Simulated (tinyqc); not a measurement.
Worked calculation: LCCD on RHF in the 6-311g basis, for H-, spin multiplicity 1. The basis has no diffuse functions, so it cannot describe the extra electron: this is an exercise in the method, not the real anion. One step of it, computed by the program tinyqc.

Task: Orthogonalisation. S = U s U^T; symmetric (Loewdin) form X = U s^(-1/2) U^T, so that X^T S X = 1.

overlap S, order 1H 1s, 1H 2s, 1H 3s:
$$\begin{pmatrix}
1.000000 & 0.706377 & 0.373664 \\
0.706377 & 1.000000 & 0.788963 \\
0.373664 & 0.788963 & 1.000000
\end{pmatrix}$$

Give: eigenvalues of S; X.

Result:

eigenvalues of S: [0.1092, 0.6294, 2.2614]

X, order 1H 1s, 1H 2s, 1H 3s:
$$\begin{pmatrix}
1.3660 & -0.7285 & 0.1796 \\
-0.7285 & 2.0456 & -0.9056 \\
0.1796 & -0.9056 & 1.5398
\end{pmatrix}$$
